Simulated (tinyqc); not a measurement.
Four-point probe, van der Pauw, Hall and spreading-resistance readings of a semiconductor layer: one step, computed by the program tinyqc.

The layer is uniform and ohmic; contacts are points unless a radius is given.

Problem. Four-point voltage. Collinear probes with equal spacing on a layer with conducting backing: images at depth 2 m t give V = (rho I/(2 pi s)) G, G = 1 + 4 sum_(m>=1) (-1)^m [1/sqrt(1 + (2 m u)^2) - 1/sqrt(4 + (2 m u)^2)], u = t/s; the sum runs to m = 20000, with the last term halved. Limits: thick, rho = 2 pi s V/I; thin on an insulator, rho = (pi/ln 2) t V/I.

Inputs (values chosen for the exercise, modelled on p-type silicon): layer thickness t = 2200 micrometre; probe spacing s = 1 mm; current I = 0.02 mA.

Backing of the layer: conducting.

resistivity rho = 0.1175425 ohm cm

Give: t/s; G; voltage V; rho by the thick formula; rho by the thin formula.

Solution.

t/s = 2.2

G = 0.9477

voltage V = 0.003546 mV

rho by the thick formula = 0.1114 ohm cm

rho by the thin formula = 0.1768 ohm cm

The thick formula is off by -5.2 % and the thin one by +50.4 %. A conducting backing shunts the current, so V lies below the thick value.
